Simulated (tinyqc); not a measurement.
Inputs raised by 2 %, one at a time: millisecond and nanosecond annealing: surface heating, thermal budget and solid-phase regrowth. Computed by tinyqc, a small Python program. Command: `OMP_NUM_THREADS=1 python tinyqc.py 3024294 3024295 out.jsonl flash sens`. One thread of a shared host (Intel(R) Xeon(R) Processor @ 2.30GHz), about 0.03 s of CPU time with the checks.

A square pulse heats the surface of a thick wafer with constant thermal properties; losses by radiation are neglected and silicon melts at 1414 C.

Inputs (values chosen for the exercise, modelled on hot silicon with arsenic):
```
quantity                      value        unit
incident fluence               4.91      J/cm^2
pulse length t_p             0.0001           s
reflectance R                  0.33           -
thermal conductivity k         0.31    W/(cm K)
heat capacity per volume c     2.12  J/(cm^3 K)
preheat temperature T0          600           C
dopant prefactor D0            8.23      cm^2/s
dopant activation energy E     3.96          eV
regrowth prefactor v0       4.8e+08        cm/s
regrowth energy E_v             2.7          eV
```

Source: scanned laser.

Constants: k_B = 8.617333262e-05 eV/K.

Method:
- Absorbed flux q = (1 - R) fluence/t_p; kappa = k/c. With f(z, t) = (2 q/k) sqrt(kappa t) ierfc(z/(2 sqrt(kappa t))), ierfc(x) = exp(-x^2)/sqrt(pi) - x erfc(x): T = T0 + f(z, t) during the pulse and T0 + f(z, t) - f(z, t - t_p) after it.
- At the surface the rise at the end of the pulse is 2 q sqrt(t_p/(pi k c)); the fluence that just melts the surface scales with (1414 - T0).
- Temperatures in kelvin are T(C) + 273.15.
- Integrate exp(-E/(k_B T(t))) at the surface from 0 to 10 t_p (Gauss-Legendre, 60 points in sqrt(t) up to t_p and 60 in sqrt(t - t_p) after it). (Dt) = D0 x integral with E; regrowth = v0 x integral with E_v; effective time = integral/exp(-E/(k_B T_peak)).

Runs; columns: (1) input moved; (2) from; (3) to; (4) diffusion length 2 sqrt(Dt) (nm); (5) possible regrowth (nm); (6) effective time over t_p; (7) fluence at the melting threshold (J/cm^2):
```
(1)                                         (2)       (3)       (4)    (5)     (6)    (7)
base run                                      -         -  0.007391  7.016  0.1636  8.729
incident fluence (J/cm^2)                  4.91    5.0082  0.008288  8.173  0.1625  8.729
pulse length t_p (s)                     0.0001  0.000102  0.007051  6.634  0.1642  8.815
reflectance R                              0.33    0.3366  0.006982  6.504  0.1642  8.815
heat capacity per volume c (J/(cm^3 K))    2.12    2.1624  0.006982  6.504  0.1642  8.815
dopant activation energy E (eV)            3.96    4.0392  0.005181  7.016  0.1604  8.729
dopant prefactor D0 (cm^2/s)               8.23    8.3946  0.007465  7.016  0.1636  8.729
```

Exponents ln(y'/y) / ln(x'/x):
```
input                       diffusion length 2 sqrt(Dt)  possible regrowth  effective time over t_p  fluence at the melting threshold
incident fluence                                  5.781              7.706                   -0.351                               0.0
pulse length t_p                                 -2.375             -2.830                    0.179                               0.5
reflectance R                                    -2.875             -3.829                    0.179                               0.5
heat capacity per volume c                       -2.875             -3.830                    0.179                               0.5
dopant activation energy E                      -17.938              0.000                   -1.008                               0.0
dopant prefactor D0                               0.500              0.000                    0.000                               0.0
```

Which inputs matter most for each result?

Among the inputs moved here: diffusion length 2 sqrt(Dt) answers most in size to dopant activation energy E (exponent -17.938), next to incident fluence (+5.781). Its exponent +0.500 in dopant prefactor D0: a diffusion length. Possible regrowth answers most in size to incident fluence (exponent +7.706), next to heat capacity per volume c (-3.830); its exponent is below 0.0005 for dopant activation energy E, dopant prefactor D0. Effective time over t_p answers most in size to dopant activation energy E (exponent -1.008), next to incident fluence (-0.351); its exponent is below 0.0005 for dopant prefactor D0. Fluence at the melting threshold answers most in size to pulse length t_p (exponent +0.500), and about equally to reflectance R (+0.500), heat capacity per volume c (+0.500); its exponent is below 0.0005 for incident fluence, dopant activation energy E, dopant prefactor D0. Its exponent +0.500 in pulse length t_p: the heated depth grows as sqrt(t_p). Its exponent +0.500 in heat capacity per volume c: the rise goes as 1/sqrt(k c).

Caution (all rows): equilibrium diffusivities are used; implant damage enhances diffusion, and k and c vary with temperature. Caution (all rows): a diffusion length below the atomic spacing of 0.235 nm means about one jump per atom or fewer, so the profile does not change measurably.
